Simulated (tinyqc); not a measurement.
MOS inversion layer, Poisson-Schroedinger loop: effect of the temperature.

Electrons confined at an insulator interface at z = 0, treated as a hard wall; parabolic valleys, Hartree approximation, no image or exchange terms. The depletion charge lies far deeper than the electrons and gives a uniform field q Nd/(eps0 eps_r); the gate balances all charge. Energies are counted from the band edge at the interface.

Schroedinger equation -(C/mz) psi'' + (V0 + U + dE for set B) psi = E psi, C = hbar^2/(2 m0), psi(0) = 0, on a uniform mesh of 800 nodes with a far wall at 25 nm, 8 levels a set; V0 = q Nd z/(eps0 eps_r); dU/dz = q (Ns - integral of n from 0 to z)/(eps0 eps_r), U(0) = 0; N_k = g md m0 q Vt/(pi hbar^2) ln(1 + exp((EF - E_k)/Vt)), g the number of valleys of the set, sum N_k = Ns. Triangular well: E_k = a_k (C F^2/mz)^(1/3), a_1 = 2.338107, a_2 = 4.087949, C = hbar^2/(2 m0), F in eV/nm. Fang-Howard (all electrons in the lowest level of set A): b^3 = 6 (mz1/C) q (Nd + 11 Ns/32)/(eps0 eps_r), centroid 3/b, level C b^2/(4 mz1) + (3/b) q (Nd + 11 Ns/16)/(eps0 eps_r). The centroid adds 3.9 z_av/eps_r to an oxide-equivalent thickness.

Inputs (values chosen for the exercise); masses and permittivity close to those of germanium (111):
- eps_r = 16.2 (relative permittivity)
- mz1 = 1.62 m0 (mass along z of valley set A (1 valley(s)))
- md1 = 0.0818 m0 (in-plane density-of-states mass of set A)
- mz2 = 0.0905 m0 (mass along z of valley set B (3 valley(s)))
- md2 = 0.346 m0 (in-plane density-of-states mass of set B)
- Ns = 2.7e12 cm^-2 (sheet density of electrons)
- Nd = 3.7e12 cm^-2 (sheet density of depletion charge)
- dE = 0 eV (extra shift of set B (strain))

Constants: q = 1.602176634e-19 C, kB = 1.380649e-23 J/K, hbar = 1.054571817e-34 J s, m0 = 9.1093837015e-31 kg, Vt = kB T/q, eps0 = 8.8541878128e-14 F/cm where lengths are in cm, hbar^2/(2 m0) = 0.0380998212 eV nm^2. Results are converted to the units shown.

The same in every row: Fang-Howard centroid (nm) = 1.27.

Results:

| T (K) | A1 (meV) | B1 (meV) | EF (meV) | share of A1 (%) | share of set A (%) | centroid z_av (nm) | added oxide equivalent (nm) |
|---|---|---|---|---|---|---|---|
| 20 | 108 | 246 | 180 | 91.4 | 100 | 1.27 | 0.306 |
| 50 | 108 | 246 | 180 | 90.9 | 100 | 1.28 | 0.308 |
| 77 | 108 | 247 | 179 | 90.0 | 100 | 1.29 | 0.310 |
| 200 | 108 | 249 | 173 | 82.1 | 96.7 | 1.40 | 0.338 |
| 300 | 109 | 253 | 162 | 71.0 | 87.9 | 1.62 | 0.390 |
| 400 | 110 | 257 | 147 | 59.5 | 77.9 | 1.86 | 0.447 |
| 500 | 110 | 261 | 127 | 49.4 | 69.0 | 2.08 | 0.501 |

Estimate the missing row, T = 120 K.

Computed row:

| T (K) | A1 (meV) | B1 (meV) | EF (meV) | share of A1 (%) | share of set A (%) | centroid z_av (nm) | added oxide equivalent (nm) |
|---|---|---|---|---|---|---|---|
| 120 | 108 | 247 | 178 | 88.1 | 99.8 | 1.31 | 0.315 |

With this row back in the table: As T goes from 20 to 500, A1 rises from 108 to 110 meV, the share of A1 falls from 91.4 to 49.4 % and the centroid rises from 1.27 to 2.08 nm. The Fang-Howard centroid is 0.22 % below the full one in the first row, where A1 holds 91.4 %, and 39 % below it in the last, where A1 holds 49.4 %.

tinyqc, about 0.9 s, one thread, Intel Xeon 2.30GHz (shared host): `OMP_NUM_THREADS=1 python tinyqc.py 2160016 2160017 out.jsonl`
